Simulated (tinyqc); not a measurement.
What moves the results: armchair graphene nanoribbon in tight binding. A value that a table varies takes the place of the one given here.

An armchair ribbon of N dimer lines, width (N - 1) sqrt3 acc/2, period 3 acc, one pz orbital a site. In line n, A_n binds to B_n with -t exp(ik/3), times (1 + d) in the two edge lines, and to B_(n-1) and B_(n+1) with -t exp(-ik/6); k runs from -pi to pi. For d = 0 the modes across the ribbon are sin(n p pi/(N + 1)), p = 1 to N, with E = -/+ t sqrt(1 + 4 c^2 + 4 c cos(k/2)), c = cos(p pi/(N + 1)).

Constants: hbar^2/2m0 = 3.80998211 eV angstrom^2.

Inputs chosen for the exercise (near those used for graphene; shifted at random, so the results belong to these values and not to a real crystal):
```
symbol  value  unit      meaning
t       2.7    eV        hopping
acc     1.42   angstrom  bond length
N0      13               first width
d1      0.12             edge correction
N       3                dimer lines
d       0                relative strengthening of the edge bonds
k       0.69             k times the period 3 acc
```

## Three families of gaps

Nine widths from N0 on, gaps at k = 0 with d = 0 and d = d1.

Gaps:
```
N   family  width (angstrom)  gap, d = 0 (eV)  gap, d1 (eV)  gap x (N + 1) sqrt3 acc/2 (eV angstrom)
13    3p+1             14.76           0.7141        0.8581                                    14.77
14    3p+2             15.99           0.0000        0.1234                                     2.28
15      3p             17.22           0.6002        0.4941                                     9.72
16    3p+1             18.45           0.5860        0.7028                                    14.69
17    3p+2             19.68           0.0000        0.1026                                     2.27
18      3p             20.91           0.5070        0.4166                                     9.73
19    3p+1             22.14           0.4969        0.5950                                    14.63
20    3p+2             23.37           0.0000        0.0878                                     2.27
21      3p             24.60           0.4389        0.3601                                     9.74
```

Without edge correction the 3p+2 ribbons have no gap and the other two families nearly share one curve. With it the mean of the last column is 14.70 for 3p+1, 9.73 for 3p and 2.27 eV angstrom for 3p+2: the stronger edge bonds raise the gap of 3p+1, lower that of 3p and open one in 3p+2. Within a family the gap falls about as 1/width. One-electron gaps of this kind leave out the self-energy and exciton terms, which are large in narrow ribbons.

## Mass and gap go together

Nine widths from N0 on. Lowest conduction band for d = d1: m/m0 = c q^2/(E(q) - E(0)) with q = h/(3 acc), h = 0.001, c = hbar^2/2m0. Dirac rule: m = Eg/(2 v^2), that is m/m0 = c Eg/(hbar v)^2 with hbar v = 3 t acc/2.

Masses:
```
N   gap (eV)  mass (m0)  Dirac rule (m0)
13    0.8581     0.1112           0.0989
14    0.1234     0.0139           0.0142
15    0.4941     0.0504           0.0569
16    0.7028     0.0891           0.0810
17    0.1026     0.0116           0.0118
18    0.4166     0.0432           0.0480
19    0.5950     0.0743           0.0685
20    0.0878     0.0100           0.0101
21    0.3601     0.0379           0.0415
```

The ratio of mass to the Dirac rule runs from 0.88 (N = 15) to 1.13 (N = 13). Its mean is 0.90 for N = 3p, 1.10 for 3p+1 and 0.98 for 3p+2: the lowest modes of 3p and 3p+1 lie on opposite sides of the Dirac point, where the velocity along the ribbon differs. The largest gap (N = 13) and the heaviest mass (N = 13) belong to one ribbon.

## What each parameter does

Gap at k = 0, lowest positive level at k, and highest level at k = 0. Each row changes one parameter from the base and keeps the others.

Results:
```
case          gap (eV)  lowest level at k (eV)  top of the band (eV)
base            2.2368                  1.5703                6.5184
t = 2.835 eV    2.3486                  1.6488                6.8443
N = 4           2.0626                  1.2628                7.0687
d = 0.05        2.1029                  1.5330                6.5865
k = 0.552       2.2368                  1.4252                6.5184
```

The largest shifts from the base row, up to three for each result and ties (the steps differ in size, so this ranks the rows, not the parameters). gap (eV): N -0.1741, d -0.1338, t +0.1118; unchanged at the printed digits by k. lowest level at k (eV): N -0.3075, k -0.1451, t +0.0785. top of the band (eV): N +0.5503, t +0.3259, d +0.0681; unchanged at the printed digits by k.

Run: tinyqc, `OMP_NUM_THREADS=1 python tinyqc.py 1451875 1451876 out.jsonl`; Intel(R) Xeon(R) Processor @ 2.30GHz, one thread, shared host; about 0.02 s of CPU time with all checks.
